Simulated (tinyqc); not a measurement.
# Double-gate transistor below threshold, two-dimensional Poisson equation on a small mesh: several studies

Half of a symmetric double-gate structure: row 0 is the mid-plane of the body, where the normal field vanishes. Mobile charge is neglected (subthreshold), the body is fully depleted, and potentials are counted from the intrinsic level; rows run upward to the gate, columns from source to drain.

Parameters, values chosen for the exercise; semiconductor permittivity close to that of silicon:
```
symbol  value   unit                                     meaning
T         300      K                                 temperature
eps_r    11.7         relative permittivity of the semiconductor
eox         9             relative permittivity of the insulator
tb          5     nm                     half the body thickness
tox       3.9     nm                         insulator thickness
L          50     nm                              channel length
Na          0  cm^-3       acceptor density of the depleted body
Vbi      0.53      V                     potential of the source
Vfb      0.11      V                                 gate offset
Vg       -0.1      V                                gate voltage
Vd        0.5      V                               drain voltage
```

Constants: q = 1.602176634e-19 C, kB = 1.380649e-23 J/K, Vt = kB T/q, eps0 = 8.8541878128e-14 F/cm where lengths are in cm. Results are converted to the units shown.

Each table varies one quantity; the others keep the values above.

## Refining the mesh

The mesh has 2 c steps in the semiconductor (rows from 0 up to the interface), c steps in the insulator and 8 c along the channel, each uniform. Box integration, divided by eps0: up_i = eps hy/h of the interval above row i, dn_i = that of the interval below (0 for row 0), lat_i = (sum of eps h/2 over the intervals above and below)/hy, s_i = -q Na w_i hy/eps0 with w_i the semiconductor height of the box (hs/2 for row 0 and the interface row, hs between, 0 in the insulator). Each free node obeys (up + dn + 2 lat) psi = up psi(above) + dn psi(below) + lat [psi(left) + psi(right)] + s. Fixed values: gate row Vg - Vfb; column 0 at Vbi and the last column at Vbi + Vd in the semiconductor, each running linearly to Vg - Vfb across the insulator. The system is solved directly; psi is read on row 0 at mid-channel.

Refining the mesh:
```
c,unknowns,psi at mid-channel (V),d psi/dVg
1,21,-0.15953,0.94902
2,90,-0.16796,0.95754
3,207,-0.16950,0.95909
4,372,-0.17003,0.95963
6,846,-0.17041,0.96001
8,1512,-0.17055,0.96015
12,3420,-0.17064,0.96024
```

Read the table: what changes, and by how much?

psi at mid-channel goes from -0.1595 V on the coarsest mesh to -0.1706 V on the finest, a difference of 11 mV. d psi/dVg changes by 0.0085 from c = 1 to 2, by 0.0021 from 2 to 4 and by 5.2e-4 from 4 to 8, a ratio of 4.0 between the last two, near the 4 of a second-order scheme.

## Effect of half the body thickness

Mesh: rows i = 0..12 in the semiconductor (step hs = tb/12, row 12 on the interface), then 8 step(s) ho = tox/8 up to the gate row 20; columns j = 0..80 (step hy = L/80). The system is solved directly. On row 0 the minimum of psi and its place come from a parabola through the three lowest nodes; barrier = Vbi - minimum, swing = Vt ln 10/(d psi/dVg), DIBL = (d psi/dVd)/(d psi/dVg) there. Lambda = pi/k with k the smallest positive root of tan(k tox) tan(k tb) = eox/eps_r.

Result of one run:
```
tb (nm),L/Lambda,barrier (V),place y/L,swing (mV/decade),DIBL (mV/V)
3.5,3.098,0.7236,0.4734,60.60,6.730
```

What becomes of these results when the half the body thickness tb is changed from 3.5 to 8 nm, all else the same?

Result of the changed run:
```
tb (nm),L/Lambda,barrier (V),place y/L,swing (mV/decade),DIBL (mV/V)
8,1.948,0.6338,0.4575,67.24,48.24
```

The whole series:
```
tb (nm),L/Lambda,barrier (V),place y/L,swing (mV/decade),DIBL (mV/V)
2,3.923,0.7357,0.4790,59.80,1.735
2.6,3.539,0.7320,0.4768,60.04,3.253
3.5,3.098,0.7236,0.4734,60.60,6.730
4.6,2.698,0.7086,0.4695,61.62,13.11
6.1,2.302,0.6802,0.4642,63.63,25.74
8,1.948,0.6338,0.4575,67.24,48.24
```

As tb goes from 2 to 8 nm, the barrier falls from 0.736 to 0.634 V, the swing rises from 59.8 to 67.2 mV a decade and DIBL rises from 1.74 to 48.2 mV/V; the ideal swing is 59.5. L/Lambda goes from 3.9 to 1.9. At tb = 2 nm the body is under 5 nm thick, where quantum confinement matters.

## Effect of the relative permittivity of the insulator

Same model as above.

Result of one run:
```
eox,L/Lambda,barrier (V),place y/L,swing (mV/decade),DIBL (mV/V)
20,3.270,0.7256,0.4748,60.46,5.889
```

What becomes of these results when the relative permittivity of the insulator eox is changed from 20 to 30, all else the same?

Result of the changed run:
```
eox,L/Lambda,barrier (V),place y/L,swing (mV/decade),DIBL (mV/V)
30,3.595,0.7307,0.4771,60.13,3.789
```

The whole series:
```
eox,L/Lambda,barrier (V),place y/L,swing (mV/decade),DIBL (mV/V)
3.9,1.881,0.6339,0.4561,67.23,48.20
5.9,2.216,0.6752,0.4628,64.00,28.04
8.8,2.559,0.7008,0.4679,62.16,16.51
13,2.901,0.7160,0.4716,61.11,9.952
20,3.270,0.7256,0.4748,60.46,5.889
30,3.595,0.7307,0.4771,60.13,3.789
```

As eox goes from 3.9 to 30, the barrier rises from 0.634 to 0.731 V, the swing falls from 67.2 to 60.1 mV a decade and DIBL falls from 48.2 to 3.79 mV/V; the ideal swing is 59.5. L/Lambda goes from 1.9 to 3.6.

Numbers from tinyqc (`OMP_NUM_THREADS=1 python tinyqc.py 2480032 2480033 out.jsonl`; about 0.09 s on one thread of a shared Intel Xeon 2.30GHz).
